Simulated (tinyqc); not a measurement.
Inside a calculation. Method: tight binding, kagome lattice. Computed by tinyqc, a small Python program that keeps every step. Settings: t1 = 1.63, t2 = 0.44, delta = 0, bands filled = 2. Command: `OMP_NUM_THREADS=1 python tinyqc.py 27959 27960 out.jsonl` (the two numbers bound the seeds that draw the settings). One thread of a shared host (Intel(R) Xeon(R) Processor @ 2.60GHz), about 0.01 s of CPU time with the checks.

## Bloch Hamiltonian at k

Parameters chosen for this model:
```
parameter     value                unit
t1         1.630000    eV, up triangles
t2         0.440000  eV, down triangles
delta             0        eV on site C
```

k point k (fractions of the reciprocal vectors): [-0.47000, -0.30000]

H_AB = -t1 - t2 exp(-i k.a1), H_AC = -t1 - t2 exp(-i k.a2), H_BC = -t1 - t2 exp(i k.(a1 - a2)), H_CC = delta.

H(k) at k (eV), order A, B, C:
```
[[0.00000, -1.19779-0.08245i, -1.49403-0.41846i],
 [-1.19779+0.08245i, 0.00000, -1.84197+0.38557i],
 [-1.49403+0.41846i, -1.84197-0.38557i, 0.00000]]
```

## Levels at k

Diagonalise the Hermitian matrix.

eigenvalues (eV): [-3.07867, 1.00867, 2.07000]

weights |c|^2 of the basis functions, order A, B, C:
```
[[0.28210, 0.58186, 0.13604],
 [0.33600, 0.32038, 0.34361],
 [0.38189, 0.09776, 0.52035]]
```

## Bloch Hamiltonian at K

k point K (fractions of the reciprocal vectors): [0.33333, 0.66667]

As before.

H(k) at K (eV), order A, B, C:
```
[[0.00000, -1.41000+0.38105i, -1.41000-0.38105i],
 [-1.41000-0.38105i, 0.00000, -1.41000+0.38105i],
 [-1.41000+0.38105i, -1.41000-0.38105i, 0.00000]]
```

## Levels at K

As before.

eigenvalues (eV): [-2.82000, 0.75000, 2.07000]

weights |c|^2 of the basis functions, order A, B, C:
```
[[0.33333, 0.33333, 0.33333],
 [0.33333, 0.33333, 0.33333],
 [0.33333, 0.33333, 0.33333]]
```

## Bands along a path

The same steps at evenly spaced points between the labelled ones.

Bands along the path (eV):
```
k            band 1   band 2   band 3
G          -4.14000  2.07000  2.07000
G-K 0.33   -3.82508  1.75508  2.07000
G-K 0.67   -3.15351  1.08351  2.07000
K          -2.82000  0.75000  2.07000
K-M 0.33   -2.87600  0.80600  2.07000
K-M 0.67   -2.96913  0.89913  2.07000
M          -3.01071  0.94071  2.07000
M-K' 0.33  -2.96913  0.89913  2.07000
M-K' 0.67  -2.87600  0.80600  2.07000
K'         -2.82000  0.75000  2.07000
```

With 2 band(s) filled, the highest filled level on these points lies at G and the lowest empty one at K: the bands touch or overlap, so there is no gap.
